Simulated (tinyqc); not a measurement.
Inside a calculation: temperature and isotope dependence of a band gap in oscillator models. Values are carried at full precision from step to step, so a last printed digit may differ when a step is redone from the rounded ones.

E(T) = E0 - sum_i sl_i th_i n_i(T), n = 1/(exp(th/T) - 1). The same coupling lowers the gap at 0 K by the zero-point term ZP = sum_i sl_i th_i/2, so the gap of the static lattice is E0 + ZP. Thermal expansion is taken as part of the slopes.

Inputs chosen for the exercise (near those of InP; not measured data):
- E0 = 1.435 eV (gap at 0 K)
- th = (96, 338) K (temperatures of two oscillators)
- sl = (0.115, 0.256) meV/K (their high-temperature slopes)
- T = 77 K (temperature)
- M = 72.97 u (mean atomic mass)
- dM = -2.4 u (change of the mean mass (not bounded by the natural isotopes))
- T12 = (260, 480) K (temperatures of the fits)

## The gap at T

Give the occupations, the two terms, the gap, ZP and the static gap.

n_i: 0.40338  0.01256

terms (meV): 4.453  1.087

E(T) = 1.4295 eV
ZP = 48.78 meV
static gap = 1.4838 eV

The thermal fall, 5.5 meV, is smaller than the zero-point term, 48.8 meV; the soft oscillator supplies 80 % of the fall but 11 % of ZP. A calculation with clamped ions should be compared with the static gap.

## Slope and asymptote

dE/dT = -sum sl_i (th_i/T)^2 n_i (1 + n_i). At high T, n -> T/th - 1/2, so E -> E0 + ZP - (sum sl_i) T. Give the slope, its ratio to the limit, and the value at 0 K of the tangent drawn at T.

dE/dT = -0.1639 meV/K
ratio to the limiting slope = 0.4419
intercept of the tangent = 1.4421 eV
intercept - E0 = 7.08 meV

The tangent recovers 15 % of ZP: the extrapolation works only from T well above the higher oscillator (338 K).

## Isotope effect

With M -> M + dM the oscillator temperatures scale as M^(-1/2) and the slopes stay. Give th, ZP, E0 (static gap fixed) and E(T) for the new mass, and the linear rule dE0 = ZP dM/(2 M).

th (K): 97.62  343.70

ZP = 49.607 meV
shift of E0 = -0.823 meV
linear rule = -0.802 meV
shift of E(T) = -0.705 meV

The lighter crystal has the narrower gap. At 77 K 86 % of the shift at 0 K is left; it fades at high T, where the motion is classical and the mean-square amplitude no longer depends on mass.

## Two common fits

Two-parameter forms are made to pass through the falls at the two temperatures T12: Varshni aV T^2/(T + bV), from the line T^2/fall = (T + bV)/aV; one oscillator s1 t1/(exp(t1/T) - 1), with t1 from the ratio of the falls.

Give the falls and the parameters.

falls (meV): 57.1350  134.5159

aV = 0.4154 meV/K
bV = 231 K
t1 = 246.2 K
s1 = 0.3662 meV/K
ZP of the one-oscillator fit = 45.1 meV

The limiting slope of the model is 0.3710 meV/K; Varshni puts it +12 % off and one oscillator -1 %. The ZP of the fit differs from the true one by -3.7 meV.

## Checks

- Slope by finite differences against the formula (meV/K): both 0.16393.
- Fall at 20 times the higher oscillator temperature against the asymptote (meV): 2459.5 against 2459.2.

Computed by tinyqc, a small Python program: `OMP_NUM_THREADS=1 python tinyqc.py 1850104 1850105 out.jsonl` (the numbers bound the seed that draws the inputs); one thread of a shared host (Intel(R) Xeon(R) Processor @ 2.30GHz), about 0.01 s for the whole set of steps.
